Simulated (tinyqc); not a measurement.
What each parameter does: heterojunction of two tight-binding chains.

Left chain: hopping -t1, sites at 2 t1 (band bottom 0). Right chain: hopping -t2, sites at dE + 2 t2 (bottom dE). t = c/(m a^2), c = hbar^2/2m0. The bond across the interface is -tc with tc = f sqrt(t1 t2), and the last left site has the extra energy U. In a chain E = bottom + 2t (1 - cos(ka)); the surface Green function of a half chain is g = -exp(ika)/t, with Im k > 0 where cos(ka) > 1.

Constants: hbar^2/2m0 = 3.80998211 eV angstrom^2.

Values chosen for the exercise (masses and offset of the size met at GaAs / AlGaAs; shifted at random, so the results belong to these values and not to a real crystal):
```
symbol  value  unit      meaning
a       5      angstrom  site spacing
m1      0.071  m0        mass on the left
m2      0.09   m0        mass on the right
dE      0.28   eV        band offset
f       1                factor on the interface hopping
U       0      eV        extra energy on the last left site
E       0.305  eV        electron energy
```

T = 4 Im(S1) Im(S2) |G|^2 with G = 1/(E - 2 t1 - U - S1 - S2), S1 = -t1 exp(i k1 a), S2 = -(tc^2/t2) exp(i k2 a).

Results for these values:
```
case       T    k1 a    k2 a
base  0.7312  0.3792  0.1216
```

What happens to each result for U = 0.2 eV, all else kept?

Answer: T rises from 0.7312 to 0.7408; k1 a does not change at the printed digits; k2 a does not change at the printed digits.

The same for each parameter in turn:
```
case                 T    k1 a    k2 a
base            0.7312  0.3792  0.1216
m1 = 0.0852 m0  0.6950  0.4159  0.1216
m2 = 0.108 m0   0.7656  0.3792  0.1332
dE = 0.23 eV    0.9164  0.3792  0.2108
f = 0.9         0.6189  0.3792  0.1216
U = 0.2 eV      0.7408  0.3792  0.1216
a = 4 angstrom  0.7335  0.3027  0.0972
```

Program tinyqc; command `OMP_NUM_THREADS=1 python tinyqc.py 1452608 1452609 out.jsonl`; about 0.01 s on one thread of a shared Intel(R) Xeon(R) Processor @ 2.30GHz.
